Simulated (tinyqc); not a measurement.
# Thin-body transistor below threshold, two-dimensional Poisson equation on a small mesh: effects of single changes

A thin body on a thick buried insulator of low permittivity, taken as carrying no normal field at the bottom of the body (row 0). Mobile charge is neglected (subthreshold), the body is fully depleted, and potentials are counted from the intrinsic level; rows run upward to the gate, columns from source to drain.

Values chosen for this exercise; semiconductor permittivity made up:
- T = 350 K (temperature)
- eps_r = 8.09 (relative permittivity of the semiconductor)
- eox = 7.5 (relative permittivity of the insulator)
- tb = 3 nm (body thickness)
- tox = 3.5 nm (insulator thickness)
- L = 29 nm (channel length)
- Na = 0 cm^-3 (acceptor density of the depleted body)
- Vbi = 0.57 V (potential of the source)
- Vfb = 0.06 V (gate offset)
- Vg = 0.05 V (gate voltage)
- Vd = 0.3 V (drain voltage)

Constants: q = 1.602176634e-19 C, kB = 1.380649e-23 J/K, Vt = kB T/q, eps0 = 8.8541878128e-14 F/cm where lengths are in cm. Results are converted to the units shown.

Each table varies one quantity; the others keep the values above.

## Effect of the body thickness

Mesh: rows i = 0..12 in the semiconductor (step hs = tb/12, row 12 on the interface), then 8 step(s) ho = tox/8 up to the gate row 20; columns j = 0..80 (step hy = L/80). Box integration, divided by eps0: up_i = eps hy/h of the interval above row i, dn_i = that of the interval below (0 for row 0), lat_i = (sum of eps h/2 over the intervals above and below)/hy, s_i = -q Na w_i hy/eps0 with w_i the semiconductor height of the box (hs/2 for row 0 and the interface row, hs between, 0 in the insulator). Each free node obeys (up + dn + 2 lat) psi = up psi(above) + dn psi(below) + lat [psi(left) + psi(right)] + s. Fixed values: gate row Vg - Vfb; column 0 at Vbi and the last column at Vbi + Vd in the semiconductor, each running linearly to Vg - Vfb across the insulator. The system is solved directly. On row 0 the minimum of psi and its place come from a parabola through the three lowest nodes; barrier = Vbi - minimum, swing = Vt ln 10/(d psi/dVg), DIBL = (d psi/dVd)/(d psi/dVg) there. Lambda = pi/k with k the smallest positive root of tan(k tox) tan(k tb) = eox/eps_r.

Effect of the body thickness:
```
tb (nm)  L/Lambda  barrier (V)  place y/L  swing (mV/decade)  DIBL (mV/V)
1.2         3.031       0.5676     0.4781              70.70        7.162
1.6         2.786       0.5612     0.4761              71.37        10.98
2.1         2.531       0.5511     0.4737              72.44        17.14
2.8         2.247       0.5334     0.4704              74.41        28.37
3.6         1.993       0.5088     0.4665              77.32        44.96
4.8         1.706       0.4657     0.4606              83.03        77.27
```

As tb goes from 1.2 to 4.8 nm, the barrier falls from 0.568 to 0.466 V, the swing rises from 70.7 to 83.0 mV a decade and DIBL rises from 7.16 to 77.3 mV/V; the ideal swing is 69.4. L/Lambda goes from 3.0 to 1.7. In every row the body is under 5 nm thick, where quantum confinement matters.

## Refining the mesh

The mesh has 2 c steps in the semiconductor (rows from 0 up to the interface), c steps in the insulator and 8 c along the channel, each uniform. The system is solved directly; psi is read on row 0 at mid-channel.

Refining the mesh:
```
c   unknowns  psi at mid-channel (V)  d psi/dVg
1         21                 0.05782     0.9071
2         90                 0.04690     0.9220
3        207                 0.04492     0.9248
4        372                 0.04423     0.9257
6        846                 0.04374     0.9264
8       1512                 0.04357     0.9266
12      3420                 0.04344     0.9268
```

What does the table show?

psi at mid-channel goes from 0.05782 V on the coarsest mesh to 0.04344 V on the finest, a difference of 14 mV. d psi/dVg changes by 0.015 from c = 1 to 2, by 0.0037 from 2 to 4 and by 9.1e-4 from 4 to 8, a ratio of 4.0 between the last two, near the 4 of a second-order scheme.

## Effect of the insulator thickness

Same model as above.

Effect of the insulator thickness:
```
tox (nm)  L/Lambda  barrier (V)  place y/L  swing (mV/decade)  DIBL (mV/V)
1.4          3.228       0.5691     0.4794              70.55        6.296
1.9          2.892       0.5619     0.4770              71.29        10.55
2.7          2.483       0.5467     0.4732              72.92        19.88
3.7          2.113       0.5224     0.4685              75.69        35.64
5.1          1.750       0.4822     0.4617              80.75        64.38
7            1.421       0.4235     0.4522              89.53        113.5
```

Read the table: what changes, and by how much?

As tox goes from 1.4 to 7 nm, the barrier falls from 0.569 to 0.423 V, the swing rises from 70.5 to 89.5 mV a decade and DIBL rises from 6.30 to 114 mV/V; the ideal swing is 69.4. L/Lambda goes from 3.2 to 1.4. In every row the body is under 5 nm thick, where quantum confinement matters.

Numbers from tinyqc (`OMP_NUM_THREADS=1 python tinyqc.py 2480040 2480041 out.jsonl`; about 0.09 s on one thread of a shared Intel Xeon 2.30GHz).
